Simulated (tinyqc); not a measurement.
Worked calculation: anisotropic wet etching of Si(100): plane rates, V-grooves, membranes and undercut. Computed by tinyqc, a small Python program that keeps every step. Command: `OMP_NUM_THREADS=1 python tinyqc.py 3011957 3011958 out.jsonl wetetch walk`. One thread of a shared host (Intel(R) Xeon(R) Processor @ 2.30GHz), about 0.01 s of CPU time with the checks. Intermediate numbers are printed to about 6 digits and carried at full precision; extremes and crossings named in words are read from the listed rows.

A long slot opens the mask on a (100) wafer. The floor etches at R100; (111) walls stand at theta = arctan(sqrt2) = 54.7356 degrees to the surface and recede at R111 along their normal.

Inputs (values chosen for the exercise, close to those used for tetramethylammonium hydroxide solutions):
```
quantity                                                                    value     unit
prefactor k0 of the (100) rate                                            5.1e+08   um/min
activation energy of (100), E                                               0.626       eV
ratio (100)/(111) at 80 C                                                      13        -
extra energy of (111), dE                                                     0.1       eV
ratio (100)/oxide at 80 C                                                    2200        -
extra energy of the oxide, dE_ox                                             0.21       eV
corner undercut rate over (100) rate, c                                       2.5        -
bath temperature T                                                             70        C
width w (mask opening along <110>, or membrane width in the design step)      170       um
misalignment of the mask                                                        1  degrees
etch time t                                                                   200      min
wafer thickness d                                                             300       um
membrane thickness wanted                                                      21       um
```

Constants: k_B = 8.617333262e-05 eV/K.

## Rates

R100 = k0 exp(-E/(k_B T)); a ratio given at 80 C scales as exp[(extra energy/k_B)(1/T - 1/353.15 K)]; R111 and R_ox follow by division. Temperatures in kelvin are T(C) + 273.15.

R100 = 0.326308 um/min

R111 = 0.0228085 um/min

R_ox = 1.21303e-04 um/min

anisotropy R100/R111 = 14.3064

## Shape after the time t

A misaligned edge exposes ledges and adds R100 sin(misalignment) to the lateral rate (a simple estimate): u = R111/sin(theta) + R100 sin(misalignment). Top width W = w + 2 u t; floor width b = W - 2 z/tan(theta) = W - sqrt2 z. The floor lasts until b = 0, at t_V = w/(sqrt2 R100 - 2u); depth z = R100 t before t_V and W/sqrt2 after.

lateral rate u = 0.0336295 um/min

time t_V to close the V = 431.241 min

top width W = 183.452 um

depth z = 65.2617 um

floor width b = 91.1578 um

The floor remains; undercut per side is 6.73 um, 10.31 % of the depth.

## Designing a membrane from the back side

Etch depth d - membrane, time = depth/R100; for a membrane as wide as w the opening must be w + sqrt2 depth - 2 u time; oxide mask consumed R_ox x time; a 1 K error changes the depth by the fraction E/(k_B T^2); a convex mask corner, such as that of a mesa, would retreat by c x depth.

time to reach the membrane = 855.019 min

opening needed = 507.058 um

oxide consumed = 103.716 nm

depth error per kelvin = 17.2122 um

retreat of a convex corner = 697.5 um

The error per kelvin is 82 % of the membrane, so a timed etch cannot hold it and an etch stop is needed. A corner retreat larger than the depth shows why mesas need compensation structures. Caution: rates also depend on concentration, doping, additives and stirring, all held fixed here.

## Speed against selectivity over temperature

Each row etches to the depth d - membrane; undercut per side = (R111/sin(theta) + R100 sin(misalignment)) x time.

Etching to a fixed depth:
```
T (C)  R100 (um/min)  R100/R111  time (h)  undercut (um)  oxide consumed (nm)
30           0.01998    22.3522   232.780        20.1565               40.634
40           0.04294    19.7803   108.296        22.1442               52.526
50           0.08803    17.6372    52.826        24.2433               66.828
60           0.17285    15.8349    26.903        26.4483               83.805
70           0.32631    14.3064    14.250        28.7538              103.716
80           0.59425    13.0000     7.825        31.1541              126.818
90           1.04706    11.8753     4.441        33.6435              153.358
100          1.78974    10.9007     2.598        36.2162              183.573
```

From 30 to 100 C the time falls by a factor 89.6, while the oxide loss grows by 4.52 and the undercut by 1.80: the slower planes and the mask have the higher activation energies, so heat costs selectivity. Misalignment gives 4.87 um of the undercut at any T.

Checks made by the program: depth against time integration (relative difference below 1e-10).
